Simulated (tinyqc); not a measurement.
Growth mode over temperature: epitaxial growth on a vicinal surface: Burton-Cabrera-Frank step flow, step-edge barrier and island nucleation. Computed by tinyqc, a small Python program. Command: `OMP_NUM_THREADS=1 python tinyqc.py 3002404 3002405 out.jsonl stepflow walk`. One thread of a shared host (Intel(R) Xeon(R) Processor @ 2.30GHz), about 0.01 s of CPU time with the checks.

Adatoms land at rate F, hop on a square grid (a simplification for hexagonal faces), desorb, or join steps. Lengths are in units of a and n is the adatom coverage. Steps ascend at x = 0 and descend at x = l.

Inputs (values chosen for the exercise, close to those used for GaN(0001)):

| quantity | value | unit |
|---|---|---|
| site spacing a | 3.19 | angstrom |
| step height h | 2.59 | angstrom |
| diffusion barrier E_d | 1.33 | eV |
| desorption energy E_a | 2.76 | eV |
| adatom formation energy E_f | 1.14 | eV |
| step-edge barrier E_s | 0 | eV |
| attempt frequency nu | 1 | THz |
| deposition rate F | 0.83 | layers/s |
| miscut angle | 0.3 | degrees |
| temperature T | 980 | C |
| critical nucleus size i | 1 | - |

Constants: k_B = 8.617333262e-05 eV/K.

Method:
- D = nu exp(-E_d/(k_B T)) (a^2/s, nu counted per direction); tau = exp(E_a/(k_B T))/nu; x_s = sqrt(D tau); n_eq = exp(-E_f/(k_B T)); terrace width l = h/(a tan(miscut)); Schwoebel length l_s = exp(E_s/(k_B T)) - 1.
- D n'' - n/tau + F = 0 with n(0) = n_eq and -l_s n'(l) = n(l) - n_eq. With u = n - F tau, A = n_eq - F tau, y = l/x_s, s = l_s/x_s: u = A cosh(x/x_s) + B sinh(x/x_s), B = A (1 - cosh y - s sinh y)/(sinh y + s cosh y). Flux into the ascending step J+ = D B/x_s, over the descending one J- = -(D/x_s)(A sinh y + B cosh y); step velocity J+ + J-; growth rate (J+ + J-)/l. For small y: J+ + J- = (F - n_eq/tau) l, J-/J+ = l/(l + 2 l_s).
- Island density on a flat surface without desorption: N = 0.25 (F/D)^(i/(i+2)) exp(E_i/((i+2) k_B T)) per site, with E_i = 0 for i = 1; spacing l_n = N^(-1/2). Step flow needs an effective width l_eff = 2 x(peak) below l_n.
- Temperatures in kelvin are T(C) + 273.15.
- x(peak) solves tanh(x/x_s) = -B/A. Rows where evaporation outweighs deposition are left out.

Scales:

| T (C) | x_s (a) | l_s (a) | incorporated share | l_n (a) | l_eff/l_n |
|---|---|---|---|---|---|
| 780 | 2639.9 | 0 | 0.99971 | 17.937 | 8.6449 |
| 830 | 1847.1 | 0 | 0.99941 | 20.037 | 7.7389 |
| 880 | 1333.1 | 0 | 0.99886 | 22.168 | 6.9947 |
| 930 | 988.6 | 0 | 0.99790 | 24.322 | 6.3755 |
| 980 | 750.8 | 0 | 0.99621 | 26.488 | 5.8541 |
| 1030 | 582.3 | 0 | 0.99314 | 28.658 | 5.4108 |
| 1080 | 460.3 | 0 | 0.98709 | 30.827 | 5.0302 |
| 1130 | 369.9 | 0 | 0.97395 | 32.987 | 4.7007 |
| 1180 | 301.8 | 0 | 0.94344 | 35.135 | 4.4133 |

What does the comparison show, and why?

The ratio stays above 1: islands in every row. Incorporation goes from 100.0 % to 94.3 %.

Extremes, crossings and ranges named in words are read from the listed rows.
